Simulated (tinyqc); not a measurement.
## Charge imbalance from the loss of breakdown voltage

Problem. In a superjunction of pillar doping N and length Lp an imbalance dl lowers BV by q |dl| N Lp^2/(4 eps0 eps_r), as long as the field reaches through the pillar. Find |dl| and the net dose error |dl| N wp.

Parameters, values chosen for the exercise:
```
symbol,value,unit,meaning
eps_r,9.64,,relative permittivity of the semiconductor
wp,2,um,width of each pillar
```

Constants: q = 1.602176634e-19 C, eps0 = 8.8541878128e-14 F/cm where lengths are in cm. Results are converted to the units shown.

BV balanced and BV measured (V): [5500, 4271.8573]
N = 6.6166318e16 cm^-3
Lp = 28.411593 um

Solution. The loss is linear in |dl|; its sign cannot be told from BV.

|dl| = 4.900 %
dose error = 6.484e11 cm^-2

tinyqc, about 0.01 s, one thread, Intel Xeon 2.30GHz (shared host): `OMP_NUM_THREADS=1 python tinyqc.py 2590120 2590121 out.jsonl`
